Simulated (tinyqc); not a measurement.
Worked calculation: MP2 on RHF in the sto-3g basis, frozen core, for BeH2, spin multiplicity 1. One step of it, computed by the program tinyqc.

Problem. Iteration 1: diagonalisation and new density. Diagonalise F' = X^T F X, C = X C', fill 3 alpha and 3 beta electrons from the bottom; D = 2 C_occ C_occ^T. Each column has its largest component positive (the first on a tie).

Fock matrix F (hartree), lower triangle:
```
            1Be 1s     1Be 2s   1Be 2px    1Be 2py    1Be 2pz      2H 1s      3H 1s
1Be 1s   -4.055442
1Be 2s   -1.183168  -0.509501
1Be 2px   0.000000   0.000000  0.395628
1Be 2py   0.000000   0.000000  0.000000  -0.126178
1Be 2pz   0.004498  -0.050239  0.000000   0.000000   0.384510
2H 1s    -0.224167  -0.291501  0.000000  -0.252670  -0.031688  -0.168545
3H 1s    -0.224167  -0.291501  0.000000   0.252670  -0.031688  -0.019486  -0.168545
```

X, lower triangle:
```
            1Be 1s     1Be 2s   1Be 2px    1Be 2py    1Be 2pz      2H 1s     3H 1s
1Be 1s    1.028582
1Be 2s   -0.151551   1.178824
1Be 2px   0.000000   0.000000  1.000000
1Be 2py   0.000000   0.000000  0.000000   1.250377
1Be 2pz  -0.002158   0.020611  0.000000   0.000000   1.002790
2H 1s     0.020951  -0.245209  0.000000  -0.338144  -0.033337   1.200766
3H 1s     0.020951  -0.245209  0.000000   0.338144  -0.033337  -0.062099  1.200766
```

Give: F' = X^T F X; orbital energies; coefficients C; D after iteration 1.

Solution.

F' = X^T F X (hartree), lower triangle:
```
         1        2       3        4        5        6       7
1  -3.9492
2  -0.6579  -0.0990
3   0.0000   0.0000  0.3956
4   0.0000   0.0000  0.0000   0.1960
5   0.0077  -0.0232  0.0000   0.0000   0.3890
6  -0.0184  -0.2452  0.0000  -0.3398  -0.0386   0.0944
7  -0.0184  -0.2452  0.0000   0.3398  -0.0386  -0.0706  0.0944
```

orbital energies (hartree): MO1 -4.0602, MO2 -0.3241, MO3 -0.3003, MO4 0.3455, MO5 0.3956, MO6 0.4035, MO7 0.6612

coefficients C:
```
             MO1      MO2      MO3      MO4     MO5      MO6      MO7
1Be 1s    0.9897  -0.2208   0.0000  -0.2162  0.0000  -0.0827   0.0000
1Be 2s    0.0387   0.6032   0.0000   0.9917  0.0000   0.4294   0.0000
1Be 2px   0.0000   0.0000   0.0000   0.0000  1.0000   0.0000   0.0000
1Be 2py   0.0000   0.0000   0.5263   0.0000  0.0000   0.0000   1.2309
1Be 2pz  -0.0003   0.0597   0.0000  -0.3764  0.0000   0.9290   0.0000
2H 1s    -0.0036   0.3858   0.4063  -0.6509  0.0000  -0.3708  -0.8641
3H 1s    -0.0036   0.3858  -0.4063  -0.6509  0.0000  -0.3708   0.8641
```

D after iteration 1, lower triangle:
```
          1Be 1s  1Be 2s  1Be 2px  1Be 2py  1Be 2pz    2H 1s   3H 1s
1Be 1s    2.0565
1Be 2s   -0.1899  0.7307
1Be 2px   0.0000  0.0000   0.0000
1Be 2py   0.0000  0.0000   0.0000   0.5539
1Be 2pz  -0.0269  0.0719   0.0000   0.0000   0.0071
2H 1s    -0.1774  0.4651   0.0000   0.4276   0.0460   0.6278
3H 1s    -0.1774  0.4651   0.0000  -0.4276   0.0460  -0.0324  0.6278
```
